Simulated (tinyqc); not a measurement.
Orbital energy against energy difference: ionisation energy by orbital energies and by energy differences in the cc-pvdz basis, for BeH2, spin multiplicity 1. Computed by the program tinyqc with PySCF. The cation is unrestricted; errors are against CCSD(T) in this basis, not against experiment.

Geometry (angstrom):

| atom | x | y | z |
|---|---|---|---|
| Be | 0.0000 | 0.0000 | 0.0000 |
| H | 0.0000 | 1.2470 | 0.0000 |
| H | 0.0000 | -1.3370 | 0.0000 |

CCSD(T) difference in the same basis = 12.0261 eV

IP-EOM-CCSD = 12.0566 eV

First vertical ionisation energy (eV):

| method | -e(HOMO) | E(cation) - E | error of -e(HOMO) | error of the difference |
|---|---|---|---|---|
| HF | 12.2501 | 11.314898 | 0.2240 | -0.7112 |
| LDA | 7.4655 | 11.696105 | -4.5605 | -0.3300 |
| PBE | 7.4813 | 11.719448 | -4.5448 | -0.3066 |
| B3LYP | 8.6641 | 11.962532 | -3.3620 | -0.0635 |
| PBE0 | 8.8452 | 11.893728 | -3.1809 | -0.1323 |
| LC-wPBE | 11.8096 | 12.197572 | -0.2164 | 0.1715 |

Estimate the missing row, method = CAM-B3LYP.

Computed row:
```
method     -e(HOMO)  E(cation) - E  error of -e(HOMO)  error of the difference
CAM-B3LYP   10.3508      12.057759            -1.6753                   0.0317
```

Koopmans errs by +0.22 eV and Delta-HF by -0.71 eV: relaxation, 0.94 eV, lowers the value and the missing correlation difference works against it. The PBE level is off by -4.5 eV through the wrong tail of its potential, though its energy difference is off by -0.31 eV; exact exchange deepens the level, and among the orbital energies LC-wPBE comes closest; among the differences CAM-B3LYP does.
